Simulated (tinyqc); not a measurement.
## Gate sheet resistance from two finger widths

Question. At low frequency R = Rsh Wf/(3 L) + B/Wf, where B collects the channel and vertical terms. Find Rsh, B and the width of lowest R.

Parameters, values chosen for the exercise: channel length L = 0.22 um.

input resistance of single fingers, contacted at one end, of width 1.4 and 12 um (ohm): 71.861472  241.53030

Solution. R Wf is a straight line in Wf^2; the minimum of R lies where both terms are equal.

Rsh = 13.00 ohm/square
B = 62.00 ohm um
width of lowest R = 1.774 um

tinyqc, about 0.01 s, one thread, Intel Xeon 2.30GHz (shared host): `OMP_NUM_THREADS=1 python tinyqc.py 2262083 2262084 out.jsonl`
